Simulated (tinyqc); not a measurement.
What each parameter does: inversion layer as a triangular well, valleys of the Si type.

Six ellipsoidal valleys with their long axes along the cube axes, mass ml along the axis and mt across it. For a valley whose axis makes the angle theta with the surface normal, 1/m_z = cos^2(theta)/ml + sin^2(theta)/mt sets the confinement; in the plane the masses are m_1 = mt and m_2 = ml mt/m_z, and m_d = sqrt(m_1 m_2).

The field is taken as constant, e F = 4 pi (e^2/4 pi eps0)(Nd + eta Ns)/eps, with 1e12/cm^2 = 1e-4/angstrom^2, and the oxide as a hard wall at z = 0; c = hbar^2/2m0.

Level j of a valley lies at E_j = a_j (c (e F)^2/m_z)^(1/3) above the band edge at the surface, with the Airy zeros a_j = 2.338107, 4.087949, 5.520560, 6.786708, 7.944134, 9.022651, 10.040174, 11.008524, 11.936016, 12.828777, and has <z> = 2 E_j/(3 e F).

Subband i holds n_i = g m_d/(2 pi c) kB T ln(1 + exp((EF - E_i)/kB T)) (spin included), and EF is fixed by sum n_i = Ns over the levels listed or, where none are listed, over j = 0 to 9 of each group; 1e12/cm^2 = 1e-4/angstrom^2.

Constants: hbar^2/2m0 = 3.80998211 eV angstrom^2; e^2/(4 pi eps0) = 14.39964547 eV angstrom; kB = 8.617333262e-05 eV/K.

Values chosen for the exercise (near those of Si; the results hold for these values, not for the real material): ml = 0.934 m0 (longitudinal mass); mt = 0.19 m0 (transverse mass); eps = 11.7 (dielectric constant); Nd = 1.8 x 1e12/cm^2 (depletion charge); eta = 0.75 (share of Ns in the effective field); face = 110 (surface); Ns = 1.2 x 1e12/cm^2 (electron sheet density); T = 150 K (temperature).

Field, ladders and EF anew.

One parameter was then changed.

Results before and after:

| case | lowest E (eV) | EF (eV) | share of lowest (%) | <z> (angstrom) |
|---|---|---|---|---|
| base | 0.1391 | 0.1160 | 91.3 | 22.56 |
| changed | 0.1355 | 0.1115 | 90.4 | 22.00 |

Which of these changes was made? (a) Ns = 2.4 x 1e12/cm^2; (b) T = 110 K; (c) ml = 1.027 m0; (d) Nd = 0.9 x 1e12/cm^2; (e) mt = 0.209 m0; (f) eps = 10.5.

Answer: (e) mt = 0.209 m0. Of the candidates, run in turn, only this one gives the changed row.

All candidates:

| case | lowest E (eV) | EF (eV) | share of lowest (%) | <z> (angstrom) |
|---|---|---|---|---|
| base | 0.1391 | 0.1160 | 91.3 | 22.56 |
| Ns = 2.4 x 1e12/cm^2 | 0.1685 | 0.1558 | 93.7 | 20.41 |
| Nd = 0.9 x 1e12/cm^2 | 0.1061 | 0.0824 | 86.8 | 26.07 |
| T = 110 K | 0.1391 | 0.1258 | 95.4 | 22.39 |
| ml = 1.027 m0 | 0.1383 | 0.1148 | 91.7 | 22.44 |
| mt = 0.209 m0 | 0.1355 | 0.1115 | 90.4 | 22.00 |
| eps = 10.5 | 0.1495 | 0.1266 | 92.4 | 21.72 |

(tinyqc, `OMP_NUM_THREADS=1 python tinyqc.py 1250612 1250613 out.jsonl`, Intel(R) Xeon(R) Processor @ 2.30GHz, 1 thread, shared host, about 0.02 s.)
